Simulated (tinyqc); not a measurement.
Thickness series: Landau-Devonshire theory of a uniaxial ferroelectric. Computed by tinyqc, a small Python program. Command: `OMP_NUM_THREADS=1 python tinyqc.py 3028792 3028793 out.jsonl ferro walk`. One thread of a shared host (Intel(R) Xeon(R) Processor @ 2.30GHz), about 0.01 s of CPU time with the checks.

G(P) = (alpha/2) P^2 + (beta*/4) P^4 + (gamma/6) P^6 - E P per volume, SI units, one domain, P along the polar axis, which is normal to the film.

Inputs (values chosen for the exercise, modelled on lead titanate):
```
quantity                           value             unit
alpha_0                           796000      J m/(C^2 K)
Curie-Weiss temperature T0           752                K
beta                           -2.88e+08        J m^5/C^4
gamma                           1.57e+09        J m^9/C^6
temperature T                        677                K
misfit strain u_m                 -0.019                -
electrostriction Q12              -0.026          m^4/C^2
compliance s11 + s12             5.5e-12            m^2/N
film thickness d                     8.5               nm
screening length lambda           0.0035               nm
background permittivity eps_b         20                -
series capacitance C_d               4.1  microfarad/cm^2
```

Sample: epitaxial film.

Constants: eps_0 = 8.8541878128e-12 F/m.

Method:
- alpha = alpha_0 (T - T0*), with clamping: T0* = T0 + 4 Q12 u_m/(alpha_0 (s11 + s12)), beta* = beta + 4 Q12^2/(s11 + s12).
- Ps^2 = [-beta* + sqrt(beta*^2 - 4 alpha gamma)]/(2 gamma).
- chi = 1/(eps_0 G''), G'' = alpha + 3 beta* P^2 + 5 gamma P^4 at Ps. Ps, chi and the coercive field are for perfect screening, without a depolarising field. The intrinsic coercive field is |alpha P + beta* P^3 + gamma P^5| at the P_c where G'' = 0. 1 C/m^2 = 100 microcoulomb/cm^2.
- Between shorted electrodes with screening length lambda each, the depolarising field is -k P, k = 2 lambda/(eps_0 (d + 2 lambda eps_b)), so alpha turns into alpha + k.
- The polar state is the lowest uniform state while alpha + k < 0 (beta* > 0) or < 3 beta*^2/(16 gamma) (beta* < 0); setting the equality gives the critical thickness d_c.
- Domains are left out, though they can pre-empt both the loss of P and the state at P = 0. The second and third columns are for the shorted capacitor, polar only where it is the lowest uniform state: alpha + k < 0 (beta* > 0) or < 3 beta*^2/(16 gamma) (beta* < 0). The last column is another circuit, the film in series with C_d at P = 0: 1/C = (alpha d)/(1 + alpha eps_0 eps_b) + 1/C_d, and P = 0 is locally stable while 1/C > 0; a dash marks the rest.

alpha = -4.18973e+08 J m/C^2

beta* = 2.03636e+08 J m^5/C^4

critical thickness d_c = 1.74696 nm

spontaneous polarisation Ps = 67.5121 microcoulomb/cm^2

Against thickness:
```
d (nm)  P (microcoulomb/cm^2)  depolarising field (MV/m)  C of the stack / C_d
1                       0.000                       0.00                1.0189
2                      35.249                     130.22                1.0385
3                      51.755                     130.31                1.0589
5                      59.262                      91.15                1.1023
8                      62.653                      60.85                1.1743
15                     65.023                      33.95                1.3857
30                     66.294                      17.39                2.2555
60                     66.909                       8.80                     -
150                    67.272                       3.54                     -
```

What follows from these numbers?

The polar state appears between 1 and 2 nm (d_c = 1.75 nm), and at 150 nm P is 99.6 % of Ps. The stack exceeds C_d wherever it is stable, up to 2.26 times: the ferroelectric held at P = 0 acts as a negative capacitance.

Extremes, crossings and ranges named in words are read from the listed rows.
